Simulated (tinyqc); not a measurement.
# From lateral junction y_j(0) back to lateral straggle

Model: two-dimensional dopant profile at a mask edge: lateral junction, overlap and effective channel length. Computed by tinyqc, a small Python program. Command: `OMP_NUM_THREADS=1 python tinyqc.py 3013838 3013839 out.jsonl lateral inv`. One thread of a shared host (Intel(R) Xeon(R) Processor @ 2.30GHz), about 0.02 s of CPU time with the checks.

Ions enter for y < 0; the mask (spacer, then gate) covers y > 0. x is the depth. The surface reflects dopant during the anneal.

Inputs (values chosen for the exercise, modelled on a source-drain extension in silicon):

| quantity | value | unit |
|---|---|---|
| dose Q | 4.9e+14 | 1/cm^2 |
| projected range R_p | 3.3 | nm |
| vertical straggle | 1.4 | nm |
| anneal budget D t | 3.3e-14 | cm^2 |
| channel doping C_B | 3.2e+17 | 1/cm^3 |
| gate length L_g | 26 | nm |
| offset spacer | 2 | nm |
| oxide thickness | 4.6 | nm |

Constants: eps_0 = 8.8541878128e-12 F/m.

Method:
- Widths s_x^2 = (vertical straggle)^2 + 2 D t, s_y^2 = (lateral straggle)^2 + 2 D t. C(x, y) = V(x) (1/2) erfc(y/(sqrt2 s_y)), V(x) = Q/(sqrt(2 pi) s_x) [exp(-(x - R_p)^2/(2 s_x^2)) + exp(-(x + R_p)^2/(2 s_x^2))]; 1 nm = 1e-7 cm.
- The vertical junction far from the mask solves V(x) = C_B.
- The lateral junction at depth x solves C = C_B: y_j(x) = sqrt2 s_y erfc^-1(2 C_B/V(x)). Overlap under the gate = y_j(0) - spacer; metallurgical channel L_met = L_g - 2 overlap (tails from the two sides are not added).
- Abruptness at y_j(0) in nm per decade = ln(10) s_y sqrt(pi/2) exp(u^2) erfc(u), u = y_j/(sqrt2 s_y). Overlap capacitance per width = 3.9 eps_0 overlap/t_ox (zero if there is no overlap).

Question. A run gave the result below. Find the lateral straggle, known to lie between 0.55 and 2 nm.

lateral junction y_j(0) = 9.224054 nm

Answer.

Each step takes the trial c = (a f_b - b f_a)/(f_b - f_a), f being the result less the target and a, b, c the logarithms of the listed values; c replaces end b, the old b replaces a if the sign of f changed, and otherwise f_a is halved.

Scan of the range:

| lateral straggle (nm) | lateral junction y_j(0) (nm) |
|---|---|
| 0.550 | 8.7188 |
| 0.682 | 8.8209 |
| 0.846 | 8.9760 |
| 1.050 | 9.2102 |
| 1.300 | 9.5550 |
| 1.610 | 10.0614 |
| 2.000 | 10.8045 |

False position (Illinois rule, in the logarithm of the input) inside the bracket:

| step | end a | end b | trial | lateral junction y_j(0) (nm) |
|---|---|---|---|---|
| 1 | 1.05000 | 1.30000 | 1.05906 | 9.22160 |
| 2 | 1.30000 | 1.05906 | 1.06066 | 9.22362 |
| 3 | 1.30000 | 1.06066 | 1.06122 | 9.22433 |
| 4 | 1.06066 | 1.06122 | 1.06100 | 9.22405 |
| 5 | 1.06122 | 1.06100 | 1.06100 | 9.22405 |

Lateral junction y_j(0) rises at every point of a 13-point scan of the range (every second point is shown), so one value fits; it is bracketed by 1.05 and 1.30. Answer: lateral straggle = 1.061 nm.

Caution: the peak exceeds usual solubilities, so part of the dose is inactive and diffusion is concentration dependent.
